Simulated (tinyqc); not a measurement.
# Off-state leakage of single and stacked transistors: two studies

n-channel devices of unit width. Subthreshold current I(Vg, Vs, Vd) = I0 (T/300 K)^0.5 exp[(Vg - Vs - VT(T) - gb (Vs - Vb) + dd (Vd - Vs))/(nf Vt)] (1 - exp(-(Vd - Vs)/Vt)), VT(T) = VT - cT (T - 300 K). Gate-edge tunnelling Ig (Vd/1 V) exp(ag (Vd - 1 V)), for a gate at 0 V, and band-to-band leakage Ab u exp(-Bb/u), u = Vd - Vb + 1 V, flow at a drain held at V; both are taken as independent of T. In a stack of off transistors (all gates at 0 V) the same subthreshold current passes through each.

Parameters, values chosen for the exercise; values of the order met in bulk silicon logic transistors: temperature T = 358 K; supply voltage V = 0.8 V; threshold at 300 K, zero drain and body bias VT = 0.47 V; fall of the threshold with temperature cT = 0.9 mV/K; current at threshold at 300 K I0 = 0.16 uA/um; slope factor nf = 1.38; drain-induced lowering per volt dd = 0.1; rise of the threshold per volt of source-body bias gb = 0.17; gate-edge tunnelling current at 1 V Ig = 5e-5 uA/um; exponential slope of the gate current ag = 4.1 1/V; prefactor of band-to-band leakage at the drain Ab = 20 uA/(um V); its exponential voltage Bb = 19 V; body voltage Vb = -0.6 V.

Constants: q = 1.602176634e-19 C, kB = 1.380649e-23 J/K, Vt = kB T/q. Results are converted to the units shown.

Each table varies one quantity; the others keep the values above.

## Subthreshold current against the height of the stack

All n gates at 0 V, bottom source at 0 V, top drain at V; node voltages follow from equal currents.

Subthreshold current against the height of the stack:

| n | I (nA/um) | reduction factor | drain voltage of the bottom device (mV) | source voltage of the top device (mV) | voltage across the top device (V) |
|---|---|---|---|---|---|
| 1 | 0.005702 | 1.000 | 800.0 | 0 | 0.8000 |
| 2 | 8.771e-4 | 6.501 | 62.75 | 62.75 | 0.7372 |
| 3 | 4.712e-4 | 12.10 | 22.23 | 83.58 | 0.7164 |
| 4 | 3.223e-4 | 17.69 | 13.69 | 96.31 | 0.7037 |
| 5 | 2.450e-4 | 23.27 | 9.915 | 105.5 | 0.6945 |
| 6 | 1.976e-4 | 28.85 | 7.778 | 112.7 | 0.6873 |

What does the comparison show?

The second transistor cuts the current by a factor of 6.50, the third by a further 1.86 and the sixth by 1.24. The top device keeps 85.9 % of the supply at n = 6, while the drain voltage of the bottom one falls to 0.252 Vt.

## Leakage components against the threshold

Same model as above.

One transistor with Vg = Vs = 0, Vd = V; stack factor I(one)/I(two in series).

The same in every row: gate edge (nA/um) = 0.01762; band-to-band (nA/um) = 17.50; stack factor = 6.501.

Results:

| VT (V) | subthreshold (nA/um) | total (nA/um) | largest part |
|---|---|---|---|
| 0.15 | 10.48 | 28.00 | band-to-band |
| 0.2 | 3.239 | 20.76 | band-to-band |
| 0.25 | 1.001 | 18.52 | band-to-band |
| 0.3 | 0.3092 | 17.83 | band-to-band |
| 0.35 | 0.09554 | 17.61 | band-to-band |
| 0.4 | 0.02952 | 17.55 | band-to-band |
| 0.45 | 0.009121 | 17.53 | band-to-band |
| 0.5 | 0.002818 | 17.52 | band-to-band |
| 0.6 | 2.691e-4 | 17.52 | band-to-band |

Estimate the missing row, VT = 0.55 V.

Computed row:

| VT (V) | subthreshold (nA/um) | total (nA/um) | largest part |
|---|---|---|---|
| 0.55 | 8.708e-4 | 17.52 | band-to-band |

With this row back in the table: As VT goes from 0.15 to 0.6, the total leakage falls from 28.0 to 17.5 nA/um. The band-to-band part leads at VT = 0.15 and in all other rows. The reduction by a stack of two stays at 6.50, for the subthreshold part alone. For VT = 0.15 the gate is within about 3 nf Vt of threshold, where the exponential law overstates the current.

Program tinyqc, `OMP_NUM_THREADS=1 python tinyqc.py 2242127 2242128 out.jsonl`; Intel Xeon 2.30GHz, shared host, one thread, about 0.03 s.
